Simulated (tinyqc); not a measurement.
Cahn-Hilliard equation on a periodic one-dimensional grid: one step, computed by the program tinyqc.

Free energy F = h sum_j [A (c_j^2 - 1)^2/4 + (kappa/2) ((c_(j+1) - c_j)/h)^2]; dc/dt = Lap(mu), mu = A (c^3 - c) - kappa Lap(c), Lap(y)_j = (y_(j+1) - 2 y_j + y_(j-1))/h^2, mobility 1; the grid has n = 16 points.

Task: The first step. Start: c_j = c0 + amplitude x (z_j - mean of z). c(new) = c + dt Lap(mu).

Inputs (values chosen for the exercise, in reduced units):
```
quantity                    value  unit
spacing h                     1.4     -
well depth A                    1     -
gradient coefficient kappa   0.83     -
mean composition c0         -0.26     -
noise amplitude               0.1     -
time step dt                 0.13     -
```

Scheme: explicit Euler.

random numbers: 0.391  0.040  -0.297  -0.315  0.807  0.873  -0.944  -0.233  0.190  -0.954  0.561  0.280  -0.594  -0.831  -0.148  0.823

Give: c at the start; mu at the start; c after one step; F at the start; F after one step.

Result:

c at the start: -0.21871  -0.25381  -0.28751  -0.28931  -0.17711  -0.17051  -0.35221  -0.28111  -0.23881  -0.35321  -0.20171  -0.22981  -0.31721  -0.34091  -0.27261  -0.17551

mu at the start: 0.20481  0.23686  0.25023  0.21682  0.21627  0.24529  0.20146  0.27109  0.29155  0.19654  0.26955  0.24278  0.25831  0.26233  0.24015  0.22951

c after one step: -0.21494  -0.25505  -0.29061  -0.28713  -0.17515  -0.17534  -0.34468  -0.28437  -0.24646  -0.34206  -0.20832  -0.22700  -0.31797  -0.34264  -0.27184  -0.17644

F at the start = 4.8708

F after one step = 4.8684
